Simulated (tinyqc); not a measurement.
Comparisons within one model: conductance of a narrow metal strip with scatterers (square lattice, Green functions). A value that a table varies takes the place of the one given here.

A strip of W sites across with hard walls, site energy 0 and hopping -t. Mode n = 1 to W has profile chi_n(j) = sqrt(2/(W + 1)) sin(n j pi/(W + 1)) and energy en = -2t cos(n pi/(W + 1)); E = en - 2t cos(kn a). With z_n = exp(i kn a) (Im k > 0 for closed modes, |z| < 1) each lead gives the self-energy -t z_n in mode n. One column carries the site energies v, here a notch at the edge (a site raised out of reach). In the mode basis V_nm = sum_j chi_n(j) v_j chi_m(j), G = (E - en + 2 t z_n - V)^-1, and t_nm = 2t sqrt(sin(kn a) sin(km a)) G_nm in size for open modes. T = sum |t_nm|^2, conductance (2e^2/h) T.

Constants: e^2/h = 3.874045865e-05 S.

Inputs chosen for the exercise (hopping and spacing of the size met in Cu or Al; the lattice is a model; the results hold for these values, not for the real material): t = 1.3 eV (hopping); W = 5 (sites across); v = (50, 0, 0, 0, 0) eV (site energies in the scattering column); a = 2.55 angstrom (spacing); E = 1.13 eV (Fermi energy).

## Conductance steps with and without the scatterer

E is varied across the lower half of the band.

Against energy:

| E/t | E (eV) | open modes | T | reflected |
|---|---|---|---|---|
| -3.30 | -4.290 | 1 | 0.9789 | 0.0211 |
| -2.95 | -3.835 | 2 | 1.1644 | 0.8356 |
| -2.65 | -3.445 | 2 | 1.5891 | 0.4109 |
| -2.30 | -2.990 | 2 | 1.8164 | 0.1836 |
| -1.95 | -2.535 | 3 | 2.0314 | 0.9686 |
| -1.65 | -2.145 | 3 | 2.1544 | 0.8456 |
| -1.30 | -1.690 | 3 | 2.3463 | 0.6537 |
| -0.95 | -1.235 | 4 | 3.0062 | 0.9938 |
| -0.65 | -0.845 | 4 | 3.0242 | 0.9758 |
| -0.30 | -0.390 | 4 | 3.1936 | 0.8064 |
| 0.05 | 0.065 | 5 | 4.0017 | 0.9983 |

What can be read from the table?

The clean strip goes from 1 to 5 open modes. The reflected flux ranges from 0.021 (E/t = -3.3) to 0.998 (E/t = 0.05). A scatterer on one site acts on one combination of modes only, so it can reflect at most one unit.

## The same scatterer in wider strips

Width (W + 1) a; the strength is the entry of v largest in size. The notch stays one site deep. Added resistance (1/T - 1/M)/(2 e^2/h), M the number of open modes.

Against width:

| W | width (angstrom) | M | T | T/M | added resistance (ohm) |
|---|---|---|---|---|---|
| 3 | 10.2 | 2 | 1.1955 | 0.5978 | 4342.6 |
| 4 | 12.8 | 3 | 2.0161 | 0.6720 | 2099.5 |
| 5 | 15.3 | 4 | 3.0012 | 0.7503 | 1073.9 |
| 6 | 17.9 | 4 | 3.2556 | 0.8139 | 737.8 |
| 8 | 22.9 | 6 | 5.0081 | 0.8347 | 426.0 |
| 10 | 28.1 | 7 | 6.0653 | 0.8665 | 284.1 |
| 14 | 38.2 | 10 | 9.0295 | 0.9029 | 138.7 |
| 20 | 53.5 | 14 | 13.0539 | 0.9324 | 66.8 |

What can be read from the table?

The added resistance is 4343 ohm at W = 3 and 66.8 at W = 20; from W = 10 to 20 it changes by a factor 0.24, where 1/M gives 0.50 and 1/M^2 gives 0.25. A point scatterer removes at most one unit of M (here 0.74 to 1.00), so its resistance is at most 1/(M (M - 1)) in units of h/2e^2, without bound for M = 1, with jumps where modes open or where the site sits near a node of the open modes; the largest value is at W = 3 (4343 ohm).

## What each change does

Open modes M, T and the added resistance (1/T - 1/M)/(2 e^2/h). Each row changes one parameter from the base and keeps the others.

Results:

| case | M | T | added resistance (ohm) |
|---|---|---|---|
| base | 4 | 3.0012 | 1074 |
| t = 1.352 eV | 4 | 3.0014 | 1074 |
| E = 1.23 eV | 4 | 3.0005 | 1075 |
| v = (50, 50, 0, 0, 0) eV | 4 | 2.0540 | 3057 |

What can be read from the table?

The largest shifts from the base row, up to three for each result and ties (the steps differ in size, so this ranks the rows, not the parameters). M: unchanged at the printed digits by t, E and v. T: v -0.9471, E -0.0006, t +0.0002. added resistance (ohm): v +1983, E +1; unchanged at the printed digits by t.

Program tinyqc; command `OMP_NUM_THREADS=1 python tinyqc.py 1452756 1452757 out.jsonl`; about 0.01 s on one thread of a shared Intel(R) Xeon(R) Processor @ 2.30GHz.
